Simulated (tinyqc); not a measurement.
Capacitance measurement on a leaky thin oxide: effects of series resistance and leakage: one step of the calculation.

The device is a capacitance C in parallel with a leakage conductance G, in series with Rs and Ls. An impedance meter reports either a parallel pair (Cp, Gp) from Y = 1/Z = Gp + i w Cp or a series pair (Cs, Rm) from Z = Rm + 1/(i w Cs); w = 2 pi f, dissipation D = Gp/(w |Cp|).

Problem. True capacitance and conductance. EOT = 3.9 tox/eox; CET = EOT + zc + zp; C = 3.9 eps0 A/CET; G = Jg A/Vs.

Values chosen for this exercise; values of the order met in thin-oxide MOS capacitors: relative permittivity of the gate insulator (close to silicon dioxide) eox = 3.9; insulator thickness tox = 2.9 nm; gate area A = 10000 um^2; oxide-equivalent thickness added by the accumulation layer zc = 0.36 nm; oxide-equivalent thickness added by gate depletion zp = 0 nm; gate leakage current density, not matched to the thickness Jg = 0.0085 A/cm^2; voltage for an e-fold rise of the leakage Vs = 0.43 V.

Constants: eps0 = 8.8541878128e-14 F/cm where lengths are in cm. Results are converted to the units shown.

Give: EOT; CET; C; G.

Solution.

EOT = 2.9000 nm
CET = 3.2600 nm
C = 105.92 pF
G = 1.9767 uS

Computed by the program tinyqc: `OMP_NUM_THREADS=1 python tinyqc.py 2022117 2022118 out.jsonl`, one thread of a shared Intel Xeon 2.30GHz, about 0.01 s for the whole run.
